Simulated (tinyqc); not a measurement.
The integration grid: Kohn-Sham LDA (VWN5) on finer and finer grids in the sto-6g basis, for H6, spin multiplicity 1. Computed by the program tinyqc with PySCF. Self-consistent on each grid; the net force on the molecule should vanish.

Geometry (angstrom):
```
atom       x       y       z
H     0.0000  0.0000  0.0000
H     0.0000  0.0000  0.7150
H     0.0000  0.0000  1.9430
H     0.0000  0.0000  2.6580
H     0.0000  0.0000  3.8860
H     0.0000  0.0000  4.6010
```

Kohn-Sham energy on Becke grids (radial x angular points per atom):
```
grid       points  residual of the electron count  E (hartree)  E - finest (mhartree)  largest net force without grid terms (hartree/bohr)
10 x 14       804                        3.45e-03     -3.37050               -5.52182                                             2.80e-15
15 x 26      2288                       -2.14e-02     -3.36267                2.31156                                             2.28e-15
20 x 50      5928                        1.76e-04     -3.36503               -0.04961                                             1.30e-15
30 x 86     15372                        4.47e-05     -3.36500               -0.01756                                             1.61e-15
50 x 194    58014                       -1.74e-07     -3.36498                0.00005                                             1.33e-15
75 x 302   135622                        1.77e-10     -3.36498                0.00000                                             2.75e-15
120 x 590  423494                        5.58e-11     -3.36498                0.00000                                             9.16e-16
```

What does the comparison show, and why?

The energy is within 0.1 mhartree of the finest grid first at 20 x 50. The error has both signs, since quadrature is not variational. The net force vanishes by symmetry here, so only the electron count signals a poor grid.
